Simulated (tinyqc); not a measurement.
Rotating the field: cyclotron resonance of ellipsoidal valleys, Ge type.

Valleys along [111], [-111], [1-11], [11-1], mass ml along the axis and mt across it. B lies in the (1-10) plane, b = (sin(theta)/sqrt2, sin(theta)/sqrt2, cos(theta)). For the angle phi between B and the axis, 1/mc^2 = cos^2(phi)/mt^2 + sin^2(phi)/(mt ml). Resonance: h nu = 2 muB B/mc, h = 2 pi hbar.

Inputs chosen for the exercise (out of a larger set: near those of Ge; not measured data): ml = 1.59 m0 (longitudinal mass); mt = 0.08 m0 (transverse mass); ths = (0, 15, 30, 45, 60, 75, 90) degrees (angles).

mc against theta; [-111] and [1-11] stay equal in this plane.

Cyclotron masses (m0):

| theta (degrees) | [111] | [-111] | [11-1] |
|---|---|---|---|
| 0 | 0.1321 | 0.1321 | 0.1321 |
| 15 | 0.1023 | 0.1361 | 0.1974 |
| 30 | 0.0876 | 0.1491 | 0.3313 |
| 45 | 0.0811 | 0.1752 | 0.2874 |
| 60 | 0.0803 | 0.2223 | 0.1719 |
| 75 | 0.0850 | 0.2991 | 0.1208 |
| 90 | 0.0968 | 0.3567 | 0.0968 |

All valleys give one line at theta = 0, B along [001], with mc = 0.1321. The [111] valley reaches mt at 54.7 degrees, and [11-1] reaches its largest value sqrt(ml mt) = 0.3567 at 35.3 degrees, where B is perpendicular to it; the listed maximum of that branch is 0.3313. The pair [-111], [1-11] reaches the same value at 90 degrees.

Computed by tinyqc, a small Python program: `OMP_NUM_THREADS=1 python tinyqc.py 1250303 1250304 out.jsonl` (the numbers bound the seed that draws the inputs); one thread of a shared host (Intel(R) Xeon(R) Processor @ 2.30GHz), about 0.01 s for the whole set of steps.
